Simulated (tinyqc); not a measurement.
MOSFET in the linear regime without short-channel effects, parameter extraction from computed curves: two steps of the calculation.

Inversion charge Q = Cox n Vt W0(exp((Vg - VT)/(n Vt))), W0 the Lambert function and n = nf; u = Q/Cox; mobility mu = mu0/(1 + th1 u + th2 u^2); channel resistance Rch = (L - dL)/(W mu Q); Id = Vd/(Rch + Rsd/W). Cox = eps0 eox/tox. Small Vd, no channel-length or drain effects.

Inputs (values chosen for the exercise); channel values of the order met in silicon transistors:
```
symbol  value        unit                                                                 meaning
T         300           K                                                             temperature
eox       3.9              relative permittivity of the gate insulator (close to silicon dioxide)
tox       2.6          nm                                                     insulator thickness
mu0       210  cm^2/(V s)                                                      low-field mobility
th1      0.77         1/V                                       first mobility attenuation factor
th2      0.18       1/V^2                                      second mobility attenuation factor
VT       0.43           V                                                       threshold voltage
nf       1.37                                                                         body factor
W           1          um                                                              gate width
L       0.068          um                                                       drawn gate length
dL      0.007          um                                             drawn less effective length
Rsd       440      ohm um                                            source plus drain resistance
Vd       0.05           V                                                           drain voltage
```

Constants: q = 1.602176634e-19 C, kB = 1.380649e-23 J/K, Vt = kB T/q, eps0 = 8.8541878128e-14 F/cm where lengths are in cm. Results are converted to the units shown.

Problem 1. Transfer curve. u, mu, Rch and Id as defined.

Vg, point 0 to 8 (V): [0.13, 0.28, 0.43, 0.58, 0.73, 0.88, 1.03, 1.18, 1.33]

Wanted: u; mu; Rch; Id.

Solution 1.

```
point      u (V)  mu (cm^2/(V s))  Rch (ohm)    Id (uA)
0      7.4208e-6           210.00   2.9473e7  0.0016965
1      5.0545e-4           209.92   4.3287e5    0.11539
2       0.020087           206.79      11058     4.3487
3        0.10990           193.23     2162.9     19.209
4        0.23324           176.56     1115.3     32.148
5        0.36717           160.67     778.53     41.033
6        0.50583           146.29     620.70     47.138
7        0.64710           133.45     531.87     51.447
8        0.79003           122.05     476.35     54.564
```

Problem 2. The Y function. Y_i = Id_i/sqrt(gm_i). For Id = beta Vd x/(1 + th x), x = Vg - VT, Y = sqrt(beta Vd) x whatever th. Slope s from points 4 and 7; VT_Y = Vg - Y/s at point 7; beta = s^2/Vd; mobility beta L/(W Cox) with the drawn L; th* = (beta Vd x/Id - 1)/x at point 7.

```
point  Vg (V)       Id (uA)
0        0.13  0.0016964614
1        0.28    0.11539071
2        0.43     4.3487440
3        0.58     19.209345
4        0.73     32.148416
5        0.88     41.033196
6        1.03     47.138471
7        1.18     51.447327
8        1.33     54.564486
```

gm, point 1 to 7 (uS): [14.490159, 63.646515, 92.665574, 72.746170, 49.966850, 34.713770, 24.753385]

Find: Y; s; VT_Y; beta; mobility from Y; th*.

Solution 2.

Y, point 1 to 7 (uA^0.5 V^0.5): [0.030313, 0.54510, 1.9955, 3.7692, 5.8049, 8.0006, 10.341]
s = 14.603 uA^0.5 V^-0.5
VT_Y = 0.47189 V
beta = 4265.0 uA/V^2
mobility from Y = 218.36 cm^2/(V s)
th* = 2.7328 1/V

The mobility from Y is 6.7 % below mu0 L/(L - dL) = 234 cm^2/(V s), which it should reach in deep inversion when th2 = 0.

Computed by the program tinyqc: `OMP_NUM_THREADS=1 python tinyqc.py 2210079 2210080 out.jsonl`, one thread of a shared Intel Xeon 2.30GHz, about 0.01 s for the whole run.
